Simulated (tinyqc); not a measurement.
Inside a calculation. Method: CCD on RHF in the 6-31g basis, for H2, spin multiplicity 1. One step of it, computed by the program tinyqc.

Problem. Orthogonalisation. S = U s U^T; symmetric (Loewdin) form X = U s^(-1/2) U^T, so that X^T S X = 1.

overlap S:
```
          1H 1s     1H 2s     2H 1s     2H 2s
1H 1s  1.000000  0.658292  0.178835  0.361592
1H 2s  0.658292  1.000000  0.361592  0.692322
2H 1s  0.178835  0.361592  1.000000  0.658292
2H 2s  0.361592  0.692322  0.658292  1.000000
```

Give: eigenvalues of S; X.

Solution.

eigenvalues of S: 0.1721  0.3839  0.9568  2.4873

X:
```
         1H 1s    1H 2s    2H 1s    2H 2s
1H 1s   1.2530  -0.5001  -0.0093   0.0249
1H 2s  -0.5001   1.5876   0.0249  -0.5832
2H 1s  -0.0093   0.0249   1.2530  -0.5001
2H 2s   0.0249  -0.5832  -0.5001   1.5876
```
